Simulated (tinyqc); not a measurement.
# Worked calculation: input admittance of a MOSFET at zero drain bias: distributed channel and distributed gate

Program tinyqc, `OMP_NUM_THREADS=1 python tinyqc.py 2262115 2262116 out.jsonl`; Intel Xeon 2.30GHz, shared host, one thread, about 0.01 s. Printed values are rounded.

Source and drain grounded, strong inversion, w = 2 pi f, Cox = eps0 eox/tox. The channel is an RC line of resistance 1/(mu Cox Vo) per square fed from both ends, so one finger has the intrinsic admittance y = i w Cox L tanh(g)/g per width, g = (1/2) sqrt(i w tau), tau = L^2/(mu Vo). The vertical resistance rv/L is in series with y, the overlaps 2 i w Cov in parallel: y_t = 1/(1/y + rv/L) + 2 i w Cov. The gate strip is a line of Rsh/L per length loaded by y_t, so a finger has Y = y_t Wf tanh(k)/k, k = (Wf/sd) sqrt(y_t Rsh/L); the device has Nf Y.

Values chosen for this exercise; values of the order met in silicon radio-frequency transistors:

| symbol | value | unit | meaning |
|---|---|---|---|
| eox | 8.83 |  | relative permittivity of the gate insulator (close to aluminium oxide) |
| tox | 6.6 | nm | insulator thickness |
| L | 1.6 | um | channel length |
| Wf | 4.1 | um | finger width |
| Nf | 8 |  | number of fingers |
| mu | 230 | cm^2/(V s) | channel mobility |
| Vo | 0.46 | V | gate overdrive |
| Rsh | 17 | ohm/square | sheet resistance of the gate |
| rv | 0 | ohm um^2 | vertical resistivity of the gate stack |
| sd | 2 |  | number of ends at which a finger is contacted |
| Cov | 0.25 | fF/um | overlap and fringe capacitance on each side |
| f | 3.6 | GHz | frequency |

Constants: eps0 = 8.8541878128e-14 F/cm where lengths are in cm. Results are converted to the units shown.

## Low-frequency resistances and capacitance

Low-frequency limits, with c = Cox L and ct = c + 2 Cov: R_strip = Rsh Wf/(3 sd^2 L Nf), R_ch = (c/ct)^2 L/(12 mu Cox Vo Wf Nf), R_vert = (c/ct)^2 rv/(L Wf Nf), C = ct Wf Nf.

parts (ohm): strip 0.453776, channel 30.7891, vertical 0
sum = 31.2429 ohm
C = 638.069 fF
1/(2 pi R C) = 7.98365 GHz

The channel term is the largest, 98.5 % of the sum.

## Admittance of the channel and stack per width

tau, g, c = Cox L, y and y_t as defined.

tau = 241.966 ps
g = 0.827129+0.827129i
c = 18.9533 fF/um
y = 150.202+346.830i uS/um
y_t = 150.202+358.139i uS/um

w tau = 5.47, and Im y is 0.809 of w c.

## Input impedance of the device

k and Y as defined; Z = 1/(Nf Y) = R + 1/(i w C); Q = |Im Z|/R; signal at the point farthest from a contact |1/cosh k|.

k = 0.109653+0.072918i
Nf Y = 4.9778+11.6943i mS
R = 30.8156 ohm
C = 610.673 fF
Q = 2.34930
signal at the far point = 0.996635

R is 1.4 % below its low-frequency limit and C is 4.3 % below its own.
